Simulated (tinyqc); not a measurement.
Moment against the Stoner parameter: Stoner model of a band ferromagnet.

Density of states per atom and spin: two humps, D(e) = (M/W) [1 - sp cos(4 pi e/W)]. Levels e -/+ I m/2 for up and down spin, m = n_up - n_down, n_up + n_down = nd. At zero temperature e(N) is the energy below which N states lie, and E(m) = sum over spins of integral e D de - I m^2/4.

Values chosen for the exercise:
- W = 5.9 eV (band width, e from -W/2 to W/2)
- M = 5 (states per atom and spin)
- nd = 9.32 (electrons per atom)
- sp = 0.55 (shape parameter)

Lowest state for each I.

Results:
```
I (eV)  I D(EF)  m (muB)  E - E(0) (meV)
0.79      0.606    0.000             0.0
1.05      0.805    0.000             0.0
1.18      0.904    0.000             0.0
1.31      1.004    0.114             0.0
1.44      1.104    0.557            -5.3
1.63      1.249    0.680           -26.2
1.96      1.502    0.680           -64.3
2.35      1.801    0.680          -109.4
```

What can be read from this table?

A moment first appears at I = 1.31 eV of those listed, where I D(EF) = 1.004. It is saturated at 0.680 from I = 1.63 eV on.

(tinyqc, `OMP_NUM_THREADS=1 python tinyqc.py 1651875 1651876 out.jsonl`, Intel(R) Xeon(R) Processor @ 2.30GHz, 1 thread, shared host, about 0.2 s.)
